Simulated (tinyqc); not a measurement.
Where the concentration falls to given levels: concentration-dependent dopant diffusion with charged defects and the built-in field. Computed by tinyqc, a small Python program. Command: `OMP_NUM_THREADS=1 python tinyqc.py 3013465 3013466 out.jsonl extrinsic walk`. One thread of a shared host (Intel(R) Xeon(R) Processor @ 2.30GHz), about 0.06 s of CPU time with the checks.

A constant source C_s feeds a half space. The dopant moves through neutral point defects and through charged ones, whose number grows with the majority carrier density n.

Inputs (values chosen for the exercise, modelled on arsenic in silicon): neutral prefactor D0x = 0.0107 cm^2/s; neutral activation energy E0 = 3.45 eV; singly charged prefactor D01 = 29 cm^2/s; activation energy E1 = 4.16 eV; surface concentration C_s = 6.3e+19 1/cm^3; temperature T = 1025 C; time t = 570 s.

Field enhancement: off.

Constants: k_B = 8.617333262e-05 eV/K.

Method:
- n_i = 3.87e16 T^1.5 exp(-7014/T) per cm^3 (T in kelvin, an empirical form); each D = prefactor x exp(-E/(k_B T)); the intrinsic diffusivity D_i is their sum.
- Temperatures in kelvin are T(C) + 273.15.
- n = C/2 + sqrt(C^2/4 + n_i^2); D(C) = h [Dx + D1 (n/n_i)], h = 1.
- With y = x/sqrt(D_s t), u = C/C_s and q = -(D/D_s) du/dy: du/dy = -q D_s/D, dq/dy = -(y/2) q D_s/D, u(0) = 1. The surface flux q(0) is shot so that u tends to 0 (LSODA, an adaptive multistep solver, relative tolerance 1e-10). Dose Q = 2 q(0) C_s sqrt(D_s t).
- For comparison, erfc profiles with a constant D: x = 2 sqrt(D t) erfc^-1(C/C_s), with D = D_i and D = D_s.

partial diffusivities (cm^2/s): Dx 4.32043e-16, D1 2.05175e-15

n_i = 8.15029e+18 1/cm^3

surface diffusivity D_s = 1.65528e-14 cm^2/s

intrinsic diffusivity D_i = 2.48379e-15 cm^2/s

Depth (nm):
```
C/C_s       D/D_s    full  erfc with D_i  erfc with D_s
8.00e-01  0.81215  12.379          4.263          11.01
5.00e-01  0.53533  28.145         11.350          29.30
2.00e-01  0.27858  42.774         21.565          55.67
1.00e-01  0.20689  48.732         27.678          71.45
3.00e-02  0.16526  55.908         36.516          94.27
1.00e-02  0.15494  61.152         43.344         111.89
1.00e-03  0.15053  70.614         55.370         142.94
1.00e-04  0.15010  78.955         65.468         169.01
```

What follows from these numbers?

The depth between C/C_s = 0.1 and 1e-4 spans 30.2 nm in the full profile, against 37.8 nm for D_i and 97.6 nm for D_s; the ratio of the depths at 1e-4 and at 0.5 is 2.81, against 5.77 for any erfc. The profile is box-like: fast diffusion in the heavily doped part feeds a front that moves slowly where D drops to D_i. Caution: the built-in field is switched off although C_s exceeds n_i; with it D_s would be larger by the factor 1 + C_s/sqrt(C_s^2 + 4 n_i^2). Caution: at such a C_s dopants can cluster or exceed their solubility, which the model leaves out.
